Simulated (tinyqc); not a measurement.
# Changing the doping gradient a

Model: avalanche multiplication and breakdown of a junction from ionisation integrals. Computed by tinyqc, a small Python program. Command: `OMP_NUM_THREADS=1 python tinyqc.py 3023644 3023645 out.jsonl impact sweep`. One thread of a shared host (Intel(R) Xeon(R) Processor @ 2.30GHz), about 0.03 s of CPU time with the checks.

Ionisation coefficients follow the local field. Position x runs through the depletion layer from the p side (x = 0), where electrons enter, to the n side (x = w), where holes enter. The built-in voltage is neglected.

Inputs (values chosen for the exercise, modelled on germanium): electron prefactor a_n = 1.44e+07 1/cm; electron field b_n = 1.6e+06 V/cm; hole prefactor a_p = 1.04e+07 1/cm; hole field b_p = 1.25e+06 V/cm; exponent c = 1; permittivity eps = 16.

Junction: linearly graded.

Constants: e = 1.602176634e-19 C; eps_0 = 8.8541878128e-12 F/m.

Method:
- alpha_n = a_n exp(-(b_n/F)^c), alpha_p = a_p exp(-(b_p/F)^c).
- Field F = F_m [1 - (2x/w - 1)^2], w = sqrt(8 eps eps_0 F_m/(e a)), V = (2/3) F_m w.
- With Phi(x) = int_0^x (alpha_n - alpha_p) dx': 1 - 1/M_n = I_n = int_0^w alpha_n exp(-Phi) dx and M_p = M_n exp(-Phi(w)); trapezoid rule on 401 even points; breakdown at I_n = 1.
- Solve I_n(F_m) = 1.

One run for each value:
```
doping gradient a (1/cm^4)  breakdown voltage (V)  critical field F_m (MV/cm)  width at breakdown (micrometre)
3.20e+19                                    76.84                      0.1818                            6.340
1.00e+20                                    48.20                      0.1948                            3.712
3.20e+20                                    30.15                      0.2099                            2.154
1.00e+21                                    19.18                      0.2270                            1.267
3.20e+21                                    12.19                      0.2474                            0.739
1.00e+22                                     7.90                      0.2708                            0.438
3.20e+22                                     5.13                      0.2993                            0.257
1.00e+23                                     3.41                      0.3330                            0.153
3.20e+23                                     2.28                      0.3754                            0.091
```

Over the rows, breakdown voltage (V) falls from 76.8 to 2.28 (exponent d ln y / d ln x -0.41 between the first rows and -0.35 between the last); critical field F_m (MV/cm) rises from 0.182 to 0.375 (exponent d ln y / d ln x 0.061 between the first rows and 0.10 between the last); width at breakdown (micrometre) falls from 6.34 to 0.0911 (exponent d ln y / d ln x about -0.46 throughout). At the low end the exponent of breakdown voltage is -0.41, close to -0.40: the a^(-2/5) rule of graded junctions.

Caution (rows 1.00e23, 3.20e23): in a layer this thin the dead space before a carrier can ionise, and tunnelling, make the local model unreliable.
